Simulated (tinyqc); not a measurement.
# From one set of inputs to another, one input at a time

Model: deep-level transient spectroscopy (DLTS) of one majority-carrier trap. Computed by tinyqc, a small Python program. Command: `OMP_NUM_THREADS=1 python tinyqc.py 3005047 3005048 out.jsonl dlts ladder`. One thread of a shared host (Intel(R) Xeon(R) Processor @ 2.30GHz), about 0.1 s of CPU time with the checks.

A filling pulse loads the traps in a one-sided junction; under reverse bias they empty at the rate e, and the capacitance relaxes as C(t) = C_0 - dC exp(-e t). The signal is S = [C(t_2) - C(t_1)]/dC.

The inputs printed are set A. Inputs not listed in the table keep their values of set A, so the rows need not describe a real material.

Inputs (values chosen for the exercise, with mass and screening modelled on GaAs):

| quantity | value | unit |
|---|---|---|
| density-of-states mass m | 0.0686 | m_0 |
| valleys M | 1 | - |
| trap depth E_t | 0.354 | eV |
| cross-section sigma_0 | 2.2e-15 | cm^2 |
| degeneracy ratio g | 1 | - |
| gate time t_1 | 0.008 | s |
| ratio t_2/t_1 | 5 | - |
| temperature T | 185 | K |
| doping N | 7.8e+14 | cm^-3 |
| trap density N_t | 4.8e+12 | cm^-3 |
| dielectric constant eps | 12.7 | - |
| built-in voltage V_b | 0.7 | V |
| reverse bias V_r | 1.5 | V |
| diode area | 0.0011 | cm^2 |
| mean field F | 11000 | V/cm |

Carriers: electrons. Extra term: Poole-Frenkel lowering.

Constants: k_B = 8.617333262e-05 eV/K; k_B = 1.380649e-23 J/K; m_0 = 9.1093837015e-31 kg; h = 6.62607015e-34 J s; e = 1.602176634e-19 C; eps_0 = 8.8541878128e-12 F/m.

Method:
- e = g sigma v N_b exp(-E/k_B T), v = sqrt(3 k_B T/m), N_b = 2 M (2 pi m k_B T/h^2)^(3/2), sigma = sigma_0, E = E_t - dE with the one-dimensional Poole-Frenkel lowering dE = sqrt(e^3 F/(pi eps eps_0)), F being held as an input apart from the bias (the centre is charged when empty).
- S(e) = exp(-e t_1) - exp(-e t_2) peaks at the rate window e_0 = ln(t_2/t_1)/(t_2 - t_1).
- T_p solves e(T) = e_0 (bisection between 15 and 1500 K); the half-height points solve S = S_max/2 on either side.
- t_1 is scaled by 0.1, 0.3, 1, 3, 10 and 30 at fixed t_2/t_1; each T_p by bisection.
- Least squares of ln(e_0/T_p^2) on 1/(k_B T_p): slope -E_a, intercept ln(gamma sigma_a) with gamma = v N_b/T^2 = sqrt(3 k_B/m) 2 M (2 pi m k_B/h^2)^(3/2). For comparison, the slope of ln e_0 alone.
- W = sqrt(2 eps eps_0 (V_b + V_r)/(e N)), C_0 = eps eps_0 area/W. The pulse goes to zero bias, W_0 = W(V_r = 0). Traps within lambda = sqrt(2 eps eps_0 (E_t - E_F)/(e^2 N)) of the depletion edge stay filled, with E_F = k_B T_p ln(N_b/N) from the band, N_b = 2 M (2 pi m k_B T_p/h^2)^(3/2) (dopants taken as fully ionised). dC = C_0 (N_t/2N) f, f = [(W - lambda)^2 - max(W_0 - lambda, 0)^2]/W^2. The simple estimate is 2 N dC/C_0.

Each row keeps all changes above it:

| input moved | from | to | full width (K) | apparent depth E_a (eV) | transient amplitude dC (fF) |
|---|---|---|---|---|---|
| set A | - | - | 24.148 | 0.33166 | 7.331 |
| gate time t_1 (s) | 0.008 | 0.004 | 25.678 | 0.33166 | 7.376 |
| trap density N_t (cm^-3) | 4.8e+12 | 1e+13 | 25.678 | 0.33166 | 15.366 |
| doping N (cm^-3) | 7.8e+14 | 1.7e+15 | 25.678 | 0.33166 | 10.198 |
| trap depth E_t (eV) | 0.354 | 0.613 | 41.321 | 0.59066 | 7.833 |
| cross-section sigma_0 (cm^2) | 2.2e-15 | 1.4e-17 | 67.000 | 0.59066 | 8.621 |
| mean field F (V/cm) | 11000 | 40000 | 65.187 | 0.57041 | 8.509 |
| density-of-states mass m (m_0) | 0.0686 | 0.27 | 56.552 | 0.57041 | 9.164 |

Full width goes from 24.1 to 56.6, a factor 2.34 in all. The largest single move comes from cross-section sigma_0 (a factor 1.62), and density-of-states mass m works against it (a factor 0.868). Apparent depth E_a goes from 0.332 to 0.570, a factor 1.72 in all. The largest single move comes from trap depth E_t (a factor 1.78). Transient amplitude dC goes from 7.33 to 9.16, a factor 1.25 in all. The largest single move comes from trap density N_t (a factor 2.08), and doping N works against it (a factor 0.664). The single moves hold for this order of the switches; the total does not depend on the order.

Extremes, crossings and ranges named in words are read from the listed rows.
